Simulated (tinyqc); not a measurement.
FinFET, parasitic resistance, capacitance and delay: one step of the calculation.

Nf fins under one contact; each has gated perimeter p = 2 Hf + Wf and cross-section A = Hf Wf; contact width Wc = Nf pf, stack height Hs = Hf. Contact length Lc = CPP - Lg - 2 Lsp, shared by two neighbouring gates. Source and drain sides are equal. The formulas are first-order estimates, not field solutions.

Task. Effective current, delay and energy. Ieff = (IH + IL)/2, delay CL Vdd/(2 Ieff), energy CL Vdd^2, with CL the load of an inverter that drives an equal one.

Parameters, values chosen for the exercise:
```
symbol,value,unit,meaning
Vdd,0.65,V,supply voltage
```

IH = I(Vdd, Vdd/2) = 146.46678 uA
IL = I(Vdd/2, Vdd), solved likewise = 48.850125 uA
CL = 842.56137 aF

Wanted: Ieff; delay; energy.

Result.

Ieff = 97.66 uA
delay = 2.804 ps
energy = 356.0 aJ

Numbers from tinyqc (`OMP_NUM_THREADS=1 python tinyqc.py 2170092 2170093 out.jsonl`; about 0.03 s on one thread of a shared Intel Xeon 2.30GHz).
